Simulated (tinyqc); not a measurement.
Changing the box width b: sputter depth profiling of a dopant layer: erosion rate, quantification and the mixing-roughness response. Computed by tinyqc, a small Python program. Command: `OMP_NUM_THREADS=1 python tinyqc.py 3031411 3031412 out.jsonl sims sweep`. One thread of a shared host (Intel(R) Xeon(R) Processor @ 2.30GHz), about 0.3 s of CPU time with the checks.

A rastered ion beam erodes silicon (49.94 atoms per nm^3). The measured profile is the true one convolved with a depth response.

Inputs (values chosen for the exercise, modelled on a dopant in silicon under an oxygen or caesium beam):
```
quantity                               value    unit
beam energy E                            6.7     keV
beam current                             110      nA
raster side                              200      um
sputter yield at 1 keV                   0.9       -
mixing length at 1 keV                   2.1      nm
roughness sigma                         0.35      nm
depth of the top edge z0                  52      nm
box concentration C                  2.7e+18  1/cm^3
relative sensitivity factor RSF      1.1e+21  1/cm^3
matrix count rate                     760000     1/s
background count rate                    2.3     1/s
counting time per point                    1       s
level that defines the junction C_B    1e+16  1/cm^3
```

True profile: box.

Constants: e = 1.602176634e-19 C.

Method:
- Scaling chosen for the exercise: yield Y = Y1 E^0.5, mixing length w = w1 E^0.5 (E in keV).
- Erosion rate = Y I/(e x raster^2 x density); depth step = rate x counting time; concentration = RSF x counts/matrix counts; detection limit = RSF x 3 sqrt(background x time)/(matrix rate x time).
- Mixing alone turns a layer at z0 into (1/w) exp(-(z - z0 + w)/w) for z > z0 - w; roughness adds a Gaussian of width sigma. With x = z - z0 + w: g(x) = (1/(2w)) exp(sigma^2/(2 w^2) - x/w) erfc((sigma/w - x/sigma)/sqrt2), and its integral G(x) = (1/2) erfc(-x/(sigma sqrt2)) - w g(x). Measured: C [G(x) - G(x - b)].
- Find the maximum, the full width at half maximum and the deep point where the profile falls to C_B; far down, the trailing edge decays by w ln(10) per decade.

One run for each value:
```
box width b (nm)  peak concentration (1/cm^3)  full width at half maximum (nm)  apparent junction depth (nm)
0.30                               1.2732e+17                            4.681                         61.41
0.52                               2.1912e+17                            4.726                         64.51
0.91                               3.7628e+17                            4.848                         67.75
1.60                               6.3384e+17                            5.142                         71.18
2.70                               9.9084e+17                            5.717                         74.61
4.80                               1.5153e+18                            7.017                         78.91
8.30                               2.0612e+18                            9.591                         83.98
14.00                              2.4684e+18                           14.504                         90.58
25.00                              2.6678e+18                           25.075                        101.95
```

Over the rows, peak concentration (1/cm^3) rises from 1.27e17 to 2.67e18 (exponent d ln y / d ln x 0.99 between the first rows and 0.13 between the last); full width at half maximum (nm) rises from 4.68 to 25.1 (exponent d ln y / d ln x 0.017 between the first rows and 0.94 between the last); apparent junction depth (nm) rises from 61.4 to 102 (exponent d ln y / d ln x 0.090 between the first rows and 0.20 between the last). At the low end the exponent of peak concentration is 0.99, close to 1: a box thinner than the response looks like a delta layer. At the low end the exponent of full width at half maximum is 0.02, close to 0: the response sets the width. Convolution conserves area, so the dose C b would be measured correctly in every row, even where the peak is not.

Extremes, crossings and ranges named in words are read from the listed rows.
